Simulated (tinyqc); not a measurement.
Hubbard chain of 2 sites, step by step. One step of it, computed by the program tinyqc.

Task: Mean-field iteration 1. H(up) = T + U n(down), H(down) = T + U n(up); fill the lowest levels; n(new) = n + mixing (n(out) - n); E = tr T (rho up + rho down) + U sum n_up n_down of the output.

one-body matrix (hopping and site energies) (eV):
```
           1          2
1   0.000000  -0.820000
2  -0.820000   0.000000
```

U = 3.000000 eV

electrons, up and down: 1  1

mixing = 1

n(up) at the start (a guess, not normalised): 1 0.800000, 2 0.200000

n(down) at the start (a guess): 1 0.200000, 2 0.800000

Give: levels, up; levels, down; energy; n(up) after iteration 1; n(down) after iteration 1.

Result:

levels, up (eV): 0.282  2.718

levels, down (eV): 0.282  2.718

energy = -0.424 eV

n(up) after iteration 1: 1 0.870, 2 0.130

n(down) after iteration 1: 1 0.130, 2 0.870
